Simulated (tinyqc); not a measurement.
Core-shell quantum dot (spherical envelope functions), step by step. Values are carried at full precision from step to step, so a last printed digit may differ when a step is redone from the rounded ones.

Parabolic bands; strain and other valleys are left out. s states, u = r psi, hard wall at R + H, c = hbar^2/2m0, energies from the band edges of the core. Core: u = sin(k1 r)/k1, k1 = sqrt(m1 E/c). At R, psi and psi'/m are continuous, so u is continuous and its slope in the shell is s = u/R + (m2/m1)(u' - u/R). Shell: u(R + x) = u(R) cos(k2 x) + s sin(k2 x)/k2, k2 = sqrt(m2 (E - V)/c); for negative arguments the functions turn into sinh and cosh. A level has u(R + H) = 0.

Constants: hbar^2/2m0 = 3.80998211 eV angstrom^2; e^2/(4 pi eps0) = 14.39964547 eV angstrom; hc = 1239.841984 eV nm.

Inputs chosen for the exercise (near those of a GaAs/AlGaAs core-shell dot; the results hold for these values, not for the real material):

| symbol | value | unit | meaning |
|---|---|---|---|
| R | 12 | angstrom | core radius |
| H | 29 | angstrom | shell thickness |
| Vc | 0.255 | eV | conduction edge of the shell above that of the core |
| me1 | 0.067 | m0 | electron, core |
| me2 | 0.093 | m0 | electron, shell |
| E | 0.414 | eV | trial energy of the electron |
| Vv | 0.121 | eV | hole barrier of the shell |
| mh1 | 0.388 | m0 | hole, core |
| mh2 | 0.442 | m0 | hole, shell |
| Eg | 1.428 | eV | gap of the core |
| eps | 11.7 |  | dielectric constant |

## Shooting at a trial energy

Carry the electron solution outwards.

k1^2 = 0.0072803 1/angstrom^2
k2^2 = 0.0038811 1/angstrom^2
u(R) = 10.010 angstrom
s = 0.3981
u(R + H) = 3.874 angstrom

u(R + H) is positive: no node yet, so the lowest level lies above the trial energy.

## Ground states

Find the lowest root for electron and hole, and the share of u^2 inside the core.

Levels:

| carrier | E (eV) | share in the core |
|---|---|---|
| electron | 0.4563 | 0.179 |
| hole | 0.1477 | 0.275 |

The core holds 3 % of the volume. Neither carrier is held firmly in the core.

## Overlap and Coulomb integrals

Overlap = (integral of u_e u_h)^2 with normalised u. Coulomb integrals J_ab = (q/eps) double integral of u_a(r)^2 u_b(s)^2/max(r, s), q = e^2/(4 pi eps0), one eps everywhere. Exciton E = Eg + E_e + E_h - J_eh; first-order biexciton shift J_ee + J_hh - 2 J_eh (positive: repulsive).

Integrate numerically.

overlap = 0.980

J_eh, J_ee, J_hh (meV): 59.8  56.6  63.9

## Exciton and biexciton

Give E, the wavelength hc/E and the biexciton shift.

E = 1.972 eV
wavelength = 629 nm
biexciton shift = 1 meV

At first order the shift is the Coulomb integral of the net charge density with itself and cannot be negative; correlation, left out here, lowers it, and may reverse a shift as small as this.

## Checks

- Level without offset and mass step against c (pi/(R + H))^2/m, eV: both 0.3339.
- J_ee in that case against 1.786 q/(eps (R + H)), meV: both 53.6.

Run: tinyqc, `OMP_NUM_THREADS=1 python tinyqc.py 1250533 1250534 out.jsonl`; Intel(R) Xeon(R) Processor @ 2.30GHz, one thread, shared host; about 0.04 s of CPU time with all checks.
